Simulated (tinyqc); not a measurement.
Surface potential of a MOS transistor: implicit equation and explicit approximations: effect of the channel-body voltage at fixed gate voltage.

p-type body, charge-sheet picture, depletion and inversion only, full ionisation (an idealisation for deep acceptors), Boltzmann statistics (rough once Na exp(x - xn) passes about Nc/7). In units of Vt: xg = (Vg - Vfb)/Vt, x = psi/Vt, G = gamma/sqrt(Vt), xn = (2 phiF + Vc)/Vt. The implicit equation is (xg - x)^2 = G^2 [x - 1 + exp(x - xn)] for x above about 3. Cox = eps0 eox/tox.

ni = sqrt(Nc Nv) exp(-Eg/(2 Vt)), Eg in volts; phiF = Vt ln(Na/ni); gamma = sqrt(2 q eps0 eps_r Na)/Cox; VT = Vfb + Vt (xn + G sqrt(xn - 1)). Depletion value a = 1 + [sqrt(G^2/4 + xg - 1) - G/2]^2; inversion value b = xn + ln[(xg - xn)^2/G^2 - xn + 1] and first guess y = min(a, b) - ln(1 + exp(-|a - b|)) if a > xn + 1, else b = y = a; one second-order correction with D = exp(y - xn), p = 2 (xg - y) + G^2 (1 + D), w = (xg - y)^2 - G^2 (y - 1 + D): z = y + 2 w/(p + sqrt(p^2 - 2 (2 - G^2 D) w)), or the Newton step z = y + w/p where the root is not real. N_inv = (Cox Vt G/q) [sqrt(x - 1 + exp(x - xn)) - sqrt(x - 1)] at the root. Lambert form (Cox m Vt/q) W0[(G/(2 m sqrt(xn - 1))) exp((Vg - VT)/(m Vt))], m = 1 + G/(2 sqrt(xn - 1)). Errors under 1e-4 mV, and the linear form below VT, are printed as 0.

Parameters, values chosen for the exercise; band and dielectric values close to those of silicon: temperature T = 300 K; band gap Eg = 1.1 eV; relative permittivity eps_r = 11.8; conduction-band density of states at T Nc = 2.84e19 cm^-3; valence-band density of states at T Nv = 2.65e19 cm^-3; relative permittivity of the gate insulator (close to silicon dioxide) eox = 3.9; insulator thickness tox = 20 nm; acceptor density Na = 1.7e17 cm^-3; flat-band voltage Vfb = -0.75 V; gate-body voltage Vg = 2.22 V.

Constants: q = 1.602176634e-19 C, kB = 1.380649e-23 J/K, Vt = kB T/q, eps0 = 8.8541878128e-14 F/cm where lengths are in cm. Results are converted to the units shown.

Effect of the channel-body voltage at fixed gate voltage:
```
Vc (V)  psi (V)  x - xn  error of y (mV)  error of z (mV)  N_inv (cm^-2)  Cox (Vg - VT)/q (cm^-2)  Lambert form (cm^-2)
0        0.9375   3.880             5.87          -0.0579       7.686e11                 9.572e11              7.802e11
0.2       1.122   3.287             8.06           -0.158       4.323e11                 5.855e11              4.383e11
0.4       1.291   2.097             11.9           -0.499       1.339e11                 2.286e11              1.357e11
0.6       1.368  -2.671            0.668                0        1.149e9                        0               1.108e9
0.8       1.369  -10.38          2.99e-4                0        5.150e5                        0               3.980e5
1         1.369  -18.12                0                0          224.9                        0                 122.4
```

As Vc goes from 0 to 1, psi rises from 0.937 to 1.37 V, x - xn falls from 3.88 to -18.1 and N_inv falls from 7.69e11 to 225 cm^-2. The Lambert form lies between 0.544 and 1.01 times N_inv. psi follows Vc only while the surface is inverted; once x falls below xn it settles at the depletion value. For Vc = 0, 0.2 the electron quasi-Fermi level lies less than 2 Vt below the band edge at the surface, or above it, where degeneracy and confinement, left out, matter.

Computed by the program tinyqc: `OMP_NUM_THREADS=1 python tinyqc.py 2122123 2122124 out.jsonl`, one thread of a shared Intel Xeon 2.30GHz, about 0.01 s for the whole run.
